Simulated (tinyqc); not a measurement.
Schottky emission and Poole-Frenkel conduction in an insulator, and how to tell them apart: one step of the calculation.

Schottky emission (electrode-limited): J = As T^2 exp[-(pb - b sqrt(F))/Vt], b = sqrt(q/(4 pi eps0 ei)). Poole-Frenkel emission (bulk-limited): J = s0 F exp[-(pt - 2 b sqrt(F))/Vt]. F in V/cm.

Question. Which mechanism made these data. The data come from another sample of the same dielectric, in which one mechanism alone limits the current. Fit straight lines by least squares: ln J on sqrt(F) (Schottky plot, slope b/Vt) and ln(J/F) on sqrt(F) (Poole-Frenkel plot, slope 2 b/Vt), F in V/cm, and read a permittivity from each slope. The right mechanism gives a value near ei, and in any case between ei and es.

Values chosen for this exercise; dielectric values close to those of hafnium oxide: temperature T = 300 K; high-frequency relative permittivity ei = 4.57; static relative permittivity es = 22.8.

Constants: q = 1.602176634e-19 C, kB = 1.380649e-23 J/K, Vt = kB T/q, eps0 = 8.8541878128e-14 F/cm where lengths are in cm. Results are converted to the units shown.

```
point  F (MV/cm)  J (A/cm^2)
0            0.9    7.817e-6
1           1.58    6.492e-5
2           2.26   0.0003523
3           2.94    0.001504
4           3.62    0.005466
```

Wanted: slope of the Schottky plot; permittivity read as Schottky; slope of the Poole-Frenkel plot; permittivity read as Poole-Frenkel.

Answer.

slope of the Schottky plot = 0.006866 (cm/V)^0.5
permittivity read as Schottky = 4.570
slope of the Poole-Frenkel plot = 0.005412 (cm/V)^0.5
permittivity read as Poole-Frenkel = 29.42

Both plots are nearly straight, so straightness decides nothing. Read as Schottky the data give 4.57, which matches ei = 4.57; read as Poole-Frenkel they give 29.4, above even the static value 22.8. The data were made by Schottky emission.

Numbers from tinyqc (`OMP_NUM_THREADS=1 python tinyqc.py 2370011 2370012 out.jsonl`; about 0.01 s on one thread of a shared Intel Xeon 2.30GHz).
